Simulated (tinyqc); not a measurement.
From one set of inputs to another, one input at a time: time-dependent dielectric breakdown: cell percolation, Weibull statistics, area scaling and voltage extrapolation. Computed by tinyqc, a small Python program. Command: `OMP_NUM_THREADS=1 python tinyqc.py 3025233 3025234 out.jsonl tddb ladder`. One thread of a shared host (Intel(R) Xeon(R) Processor @ 2.30GHz), about 0.01 s of CPU time with the checks.

The oxide is divided into columns of area a^2, each holding m = t_ox/a cells (m is taken as continuous). A share lambda(t) = (t/t_1)^alpha of the cells is defective, and a column whose cells are all defective breaks down.

The inputs printed are set A. Inputs not listed in the table keep their values of set A, so the rows need not describe a real material.

Inputs (values chosen for the exercise, for a model gate oxide): oxide thickness t_ox = 4.7 nm; defect cell size a = 1.3 nm; exponent alpha of defect growth = 0.3; time t_1 at which the occupied share would reach 1 = 1.2e+09 s; test area A = 0.06 um^2; product area A_u = 5e+06 um^2; stress voltage V = 6.44 V; use voltage V_u = 3.4 V; local exponent n = -d ln t/d ln V at the stress voltage = 26; activation energy E_a = 0.73 eV; stress temperature T = 175 C; use temperature T_u = 100 C; allowed failure fraction F = 0.01.

Voltage law used: power.

Constants: k_B = 8.617333262e-05 eV/K.

Method:
- Failure fraction F = 1 - (1 - lambda^m)^N with N = A/a^2 columns, which for small lambda^m is 1 - exp(-(t/t63)^beta) with beta = alpha m and t63 = t_1 N^(-1/beta); critical share lambda(t63) = N^(-1/m). 1 um^2 = 1e6 nm^2.
- All three voltage laws share the slope n at the stress voltage. Factor t(V_u)/t(V): E law exp(n (1 - V_u/V)); 1/E law exp(n (V/V_u - 1)); power law (V/V_u)^n.
- Temperatures in kelvin are T(C) + 273.15.
- Temperature factor exp[(E_a/k_B)(1/T_u - 1/T)]; area factor (A/A_u)^(1/beta); percentile factor (-ln(1 - F))^(1/beta); life = t63 x all four; 1 year = 3.15576e7 s.

Each row keeps all changes above it:
```
input moved                                                   from       to  characteristic life t63 (s)  projected life (years)  critical share of defective cells
set A                                                            -        -                   7.6542e+04              1.2663e-03                           0.055134
test area A (um^2)                                            0.06     0.07                   6.6401e+04              1.2663e-03                           0.052832
product area A_u (um^2)                                    5000000  1000000                   6.6401e+04              5.5846e-03                           0.052832
use voltage V_u (V)                                            3.4      2.3                   6.6401e+04              1.4472e+02                           0.052832
oxide thickness t_ox (nm)                                      4.7      4.1                   1.5820e+04              2.0073e+00                           0.034356
time t_1 at which the occupied share would reach 1 (s)  1200000000   140000                   1.8456e+00              2.3419e-04                           0.034356
exponent alpha of defect growth                                0.3     0.36                   1.2008e+01              6.2397e-02                           0.034356
defect cell size a (nm)                                        1.3      1.1                   3.9535e+01              3.5716e+00                           0.052760
```

Which inputs carry the difference?

Characteristic life t63 goes from 76500 to 39.5, a factor 5.17e-4 in all. The largest single move comes from time t_1 at which the occupied share would reach 1 (a factor 1.17e-4), and exponent alpha of defect growth works against it (a factor 6.51). Projected life goes from 0.00127 to 3.57, a factor 2820 in all. The largest single move comes from use voltage V_u (a factor 25900), and time t_1 at which the occupied share would reach 1 works against it (a factor 1.17e-4). Critical share of defective cells goes from 0.0551 to 0.0528, a factor 0.957 in all. The largest single move comes from oxide thickness t_ox (a factor 0.650), and defect cell size a works against it (a factor 1.54). The single moves hold for this order of the switches; the total does not depend on the order.

Caution (all rows): t_1 is an input here; in a real oxide it changes with thickness at fixed voltage. Caution (rows use voltage V_u, oxide thickness t_ox, time t_1 at which the occupied share would reach 1, exponent alpha of defect growth, defect cell size a): a voltage factor of more than nine decades rests wholly on the chosen law and cannot be tested.

Extremes, crossings and ranges named in words are read from the listed rows.
